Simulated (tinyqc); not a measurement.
Inside a calculation: phonon-assisted absorption at an indirect gap. Values are carried at full precision from step to step, so a last printed digit may differ when a step is redone from the rounded ones.

alpha(E) = sum_j A_j [N_j (E - Eg + w_j)^2 + (N_j + 1)(E - Eg - w_j)^2], each bracket counted only where its base is positive; N_j = 1/(exp(w_j/kB T) - 1). The first term absorbs a phonon and the second emits one; excitons and direct transitions are left out.

Constants: kB = 8.617333262e-05 eV/K.

Inputs chosen for the exercise (loosely those of Si at room temperature; Eg is not tied to T; shifted at random, so the results belong to these values and not to a real crystal):

| symbol | value | unit | meaning |
|---|---|---|---|
| Eg | 1.106 | eV | indirect gap, held fixed unless listed |
| w | (58.5, 17.8) | meV | two zone-edge phonons |
| A | (2800, 290) | 1/(cm eV^2) | their strengths |
| T | 400 | K |  |
| E | 1.401 | eV | photon energy |
| nr | 3.66 |  | refractive index |
| d | 160 | micrometre | thickness |
| xj | 0.17 | micrometre | dead layer at the surface |
| W | 2.7 | micrometre | depleted width |
| L | 130 | micrometre | minority diffusion length below it |

## The four branches at one energy

Evaluate the occupations and each term.

N_j: 0.2243  1.479

terms with phonon absorption (1/cm): 78.48  41.98

terms with phonon emission (1/cm): 191.7  55.25

alpha = 367.4 1/cm
wavelength hc/E (hc = 1239.841984 eV nm) = 885.0 nm

Phonon absorption supplies 32.8 % of alpha; the depth 1/alpha is 27.2 micrometre.

## What a slab does with it

Slab of thickness d in air, incoherent passes: R = ((nr - 1)/(nr + 1))^2, x = exp(-alpha d); transmitted Tr = (1 - R)^2 x/(1 - R^2 x^2), reflected Rt = R + (1 - R)^2 R x^2/(1 - R^2 x^2), absorbed Ab = (1 - R)(1 - x)/(1 - R x).

d in cm is 1e-4 times the value in micrometres.

R = 0.3258
x = 0.0028
Tr = 0.0013
Rt = 0.3258
Ab = 0.6729

A single pass would absorb (1 - R)(1 - x) = 0.6723; the back face adds 0.0006.

## Quantum efficiency of a diode

Photodiode (Gaertner form with a dead layer): QE = (1 - R) exp(-alpha xj) [1 - exp(-alpha W)/(1 + alpha L)], R = ((nr - 1)/(nr + 1))^2; responsivity = QE/E in A/W for E in eV.

Evaluate the factors; 1 micrometre = 1e-4 cm.

passes the dead layer = 0.9938
collected share = 0.8432
QE = 0.5649
responsivity = 0.4032 A/W

Without diffusion from below the collected share would be 0.0944.

## Checks

- Tr + Rt + Ab against 1: both 1.000000.

Run: tinyqc, `OMP_NUM_THREADS=1 python tinyqc.py 1652291 1652292 out.jsonl`; Intel(R) Xeon(R) Processor @ 2.30GHz, one thread, shared host; about 0.01 s of CPU time with all checks.
